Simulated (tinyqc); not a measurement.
Kissinger analysis: growth of a silicide layer between metal and silicon: linear-parabolic kinetics, ramp anneals and Kissinger analysis. Computed by tinyqc, a small Python program. Command: `OMP_NUM_THREADS=1 python tinyqc.py 3003417 3003418 out.jsonl silicide walk`. One thread of a shared host (Intel(R) Xeon(R) Processor @ 2.30GHz), about 0.09 s of CPU time with the checks.

One compound layer of thickness x grows by diffusion through itself and reaction at an interface, dx/dt = 1/(2x/K + 1/v), until the metal is used up at x = a h.

Inputs (values chosen for the exercise, modelled on TiSi2): metal thickness h = 11 nm; silicide formed per metal thickness a = 2.51; prefactor of the parabolic constant K = 7.3e+10 nm^2/s; activation energy E of K = 1.74 eV; prefactor of the interface velocity v = 5.4e+10 nm/s; activation energy E_v = 1.91 eV.

Constants: k_B = 8.617333262e-05 eV/K.

Method:
- The silicide ends at the thickness a h.
- K = K0 exp(-E/(k_B T)), v = v0 exp(-E_v/(k_B T)).
- Temperatures in kelvin are T(C) + 273.15.
- Ramp from x = 0 at 100 C at the rate beta: dx/dT = (1/beta)/(2x/K + 1/v), integrated adaptively (tolerance 1e-9) until x = a h at T_f.
- Plot ln(beta/T_f^2) against 1/(k_B T_f), T_f in kelvin; minus the least-squares slope estimates the activation energy.

final thickness = 27.61 nm

Ramps:
```
beta (C/s)  T_f (C)  1/(k_B T_f) (1/eV)  ln(beta/T_f^2)
0.03         540.63              14.260         -16.910
0.1          577.65              13.640         -15.795
0.3          614.44              13.074         -14.781
1            658.55              12.455         -13.674
3            702.71              11.892         -12.668
10           756.05              11.275         -11.570
30           809.94              10.714         -10.574
```

Kissinger energy = 1.7869 eV

What does the comparison show, and why?

A thousandfold faster ramp raises the completion temperature by only 269 C. The fit gives 1.787 eV, against E = 1.74 eV for diffusion and E_v = 1.91 eV for the interface: it lies 28 % of the way from E to E_v, as both steps resist. Caution: nucleation and competing phases are left out; disilicides such as CoSi2 and the low-resistance form of TiSi2 start by nucleation and follow this law at best in part.

Extremes, crossings and ranges named in words are read from the listed rows.
